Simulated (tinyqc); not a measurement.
Full spectrum, Debye and Einstein heat capacities: Born-von Karman spring model of a cubic crystal with one atom per cell. Computed by tinyqc, a small Python program. Command: `OMP_NUM_THREADS=1 python tinyqc.py 3016358 3016359 out.jsonl springs walk`. One thread of a shared host (Intel(R) Xeon(R) Processor @ 2.30GHz), about 0.1 s of CPU time with the checks.

First neighbours lie at a/2 (1,1,0) (12 of them), second at a (1,0,0) (6), with all permutations and signs; the volume per atom is Omega = a^3/4. Two shells of springs match a real metal only roughly, above all at the zone boundary.

Inputs (values chosen for the exercise, modelled on nickel):
```
quantity                value           unit
lattice constant a       3.52       angstrom
atomic mass M           58.69              u
radial spring k1L        2.07  eV/angstrom^2
transverse spring k1T   -0.02  eV/angstrom^2
radial spring k2L       0.061  eV/angstrom^2
transverse spring k2T  -0.025  eV/angstrom^2
```

Lattice: fcc.

Constants: 1 eV/angstrom^3 = 160.2176634 GPa; u = 1.6605390666e-27 kg; hbar = 1.054571817e-34 J s; k_B = 1.380649e-23 J/K; nu for 1 eV/(angstrom^2 u) = 15.6333042 THz; h x 1 THz = 4.135667696 meV; k_B = 8.617333262e-05 eV/K.

Method:
- [ij,kl] = (1/(2 Omega)) sum_R K_ij R_k R_l; C11 = [xx,xx], C44 = [xx,yy], C12 = 2 [xy,xy] - C44; B = (C11 + 2 C12)/3; Zener ratio A = 2 C44/(C11 - C12). K(R) = kL n n^T + kT (1 - n n^T).
- rho = M/Omega and v = sqrt(C/rho), with C = C11, C44, C44 along [100]; (C11 + C12 + 2 C44)/2, C44, (C11 - C12)/2 along [110]; (C11 + 2 C12 + 4 C44)/3 and twice (C11 - C12 + C44)/3 along [111].
- Christoffel matrix G_xx = C11 n_x^2 + C44 (1 - n_x^2), G_xy = (C12 + C44) n_x n_y, with eigenvalues rho v^2; v_m^-3 is the mean of v^-3 over three branches and all directions (12 Gauss-Legendre points in cos(theta) times 24 angles phi = (j + 1/2) pi/12); q_D = (6 pi^2/Omega)^(1/3); Theta = hbar v_m q_D/k_B.
- A neighbour at R with unit vector n couples by the matrix K(R) = kL n n^T + kT (1 - n n^T), and D(q) = (1/M) sum_R K(R) [1 - cos(q.R)].
- An eigenvalue lambda of D in eV/(angstrom^2 u) gives nu = 15.6333042 THz x sqrt(lambda).
- Mesh: q = sum_i (m_i + 1/2)/n b_i, m_i = 0..n-1, with b = [[-1, 1, 1], [1, -1, 1], [1, 1, -1]] in 2 pi/a; sums are averages over the n^3 points (here n = 14), per atom.
- With x = h nu/(k_B T) and n = 1/(exp(x) - 1) for each mode: F = k_B T [x/2 + ln(1 - exp(-x))], U = k_B T x (n + 1/2), S/k_B = x n - ln(1 - exp(-x)), C/k_B = x^2 n (n + 1).
- Debye: C = 9 k_B (T/Theta)^3 int_0^(Theta/T) x^4 e^x/(e^x - 1)^2 dx with the elastic Theta. Einstein: three modes at the root-mean-square frequency. The last column is the Theta that makes the Debye formula give the full C at that T.

elastic Debye temperature = 410.174 K

root-mean-square frequency = 5.8228 THz

Heat capacity (k_B/atom):
```
T (K)  full spectrum   Debye  Einstein  Theta from C (K)
49            0.5292  0.3690    0.3277            354.80
74            1.1776  0.9266    1.0265            355.49
100           1.7079  1.4640    1.6252            357.13
140           2.2070  2.0234    2.1748            358.64
210           2.6021  2.4974    2.5939            359.75
310           2.8068  2.7530    2.8048            360.28
410           2.8872  2.8551    2.8865            360.49
620           2.9499  2.9354    2.9497            360.65
```

What does the comparison show, and why?

The apparent Theta runs from 355 to 361 K against the elastic 410 K; at high T it tends to sqrt(5/3) h nu_rms/k_B = 361 K. At the lowest T the Debye value is 0.70 and the Einstein value 0.62 times the full one; dispersion bends the branches below the sound lines, so the real spectrum has more low modes than Debye assumes. At the highest T Debye misses by 0.49 % and Einstein by 0.0044 %.

Extremes, crossings and ranges named in words are read from the listed rows.
